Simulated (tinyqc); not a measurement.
# Memristor with linear dopant drift, Biolek window: effect of the film thickness on the first half period

A film of thickness D has a doped share x: R = Ron x + Roff (1 - x), i = v/R, dx/dt = k i F with k = mv Ron/D^2 and F = 1 - x^(2 p) for i >= 0 and 1 - (x - 1)^(2 p) for i < 0. The drive is v = V0 sin(2 pi f t). The model has no threshold and no heating.

The equation is integrated to convergence over the first half period; the lobe area is the integral of i dv, down branch less up branch.

Values chosen for this exercise:
- Ron = 500 ohm (resistance of the fully doped film)
- Roff = 40000 ohm (resistance of the undoped film)
- mv = 4.7e-14 m^2/(V s) (dopant mobility)
- x0 = 0.27 (doped share at t = 0)
- V0 = 0.5 V (amplitude)
- p = 2 (window exponent)
- f = 4.2 Hz (frequency)

Effect of the film thickness on the first half period:
```
D (nm)  x at half period  R0/R(half period)  peak i (uA)  lobe area (uW)
15                0.4176              1.248        18.94          0.6969
20                0.3494              1.120        18.01          0.3392
26                0.3160              1.066        17.59          0.1874
34                0.2966              1.037        17.36          0.1054
44                0.2858              1.022        17.23         0.06156
57                0.2793              1.013        17.15         0.03621
75                0.2754              1.007        17.11         0.02075
```

Read the table: what changes, and by how much?

As D goes from 15 to 75 nm, x at half period falls from 0.418 to 0.275, the resistance ratio falls from 1.25 to 1.01 and the lobe area falls from 0.697 to 0.0208 uW. The rate constant goes as 1/D^2, so the area goes as D^(-2.03) between the last two rows.

Computed by the program tinyqc: `OMP_NUM_THREADS=1 python tinyqc.py 2880152 2880153 out.jsonl`, one thread of a shared Intel Xeon 2.30GHz, about 0.3 s for the whole run.
